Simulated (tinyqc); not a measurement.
The first four gaps: longitudinal sound in a periodic multilayer: transfer matrices, stop bands and folded phonons. Computed by tinyqc, a small Python program. Command: `OMP_NUM_THREADS=1 python tinyqc.py 3020096 3020097 out.jsonl multilayer walk`. One thread of a shared host (Intel(R) Xeon(R) Processor @ 2.30GHz), about 0.01 s of CPU time with the checks.

Layers 1 and 2 repeat with period d = d_1 + d_2; waves travel normal to the layers, without loss. State vector (u, s): displacement u and stress divided by omega. Impedances Z = rho v are in 1e6 kg/(m^2 s).

Inputs (values chosen for the exercise, modelled on silica (layer 1), silicon nitride (layer 2) and silicon (substrate)):

| quantity | value | unit |
|---|---|---|
| density rho_1 | 2.21 | g/cm^3 |
| velocity v_1 | 5960 | m/s |
| thickness d_1 | 602 | nm |
| density rho_2 | 3.14 | g/cm^3 |
| velocity v_2 | 9890 | m/s |
| thickness d_2 | 1010 | nm |
| substrate density | 2.32 | g/cm^3 |
| substrate velocity | 8420 | m/s |

Method:
- Z = rho v; interface reflection r = (Z_2 - Z_1)/(Z_2 + Z_1) (stress amplitude, from 1 into 2); Bragg frequency f_B = 1/[2 (d_1/v_1 + d_2/v_2)]; long-wave velocity v_eff = d/sqrt[(d_1/v_1)^2 + (d_2/v_2)^2 + (Z_1/Z_2 + Z_2/Z_1)(d_1/v_1)(d_2/v_2)].
- A layer maps (u, s) by [[cos p, sin p/Z], [-Z sin p, cos p]], p = 2 pi f d_i/v_i; one period is M = M_2 M_1, and cos(q d) = trace(M)/2.
- Gap m contains m f_B; its edges, where trace(M)/2 = (-1)^m, are found by root search. Weak-contrast estimate of the width: (4 f_B/pi) |r sin(m pi a)|, a = (d_1/v_1)/(d_1/v_1 + d_2/v_2).

Bragg frequency f_B = 2.46148 GHz

Z_1 = 13.1716

Z_2 = 31.0546

interface reflection r = 0.404353

Stop bands (GHz):

| m | lower edge | upper edge | width | weak-contrast estimate |
|---|---|---|---|---|
| 1 | 1.8092 | 3.1137 | 1.3046 | 1.2672 |
| 2 | 4.9120 | 4.9339 | 0.0219 | 0.0219 |
| 3 | 6.7323 | 8.0365 | 1.3041 | 1.2668 |
| 4 | 9.8241 | 9.8678 | 0.0438 | 0.0438 |

What does the comparison show, and why?

With a = 0.497, gap 1 is the widest and gap 2 the narrowest: the layers are near a quarter wave each at f_B, so the even gaps almost close. The weak-contrast estimate misses the first width by -2.9 % at |r| = 0.40. Odd gaps open at the edge of the folded zone (q = pi/d), even ones at its centre.
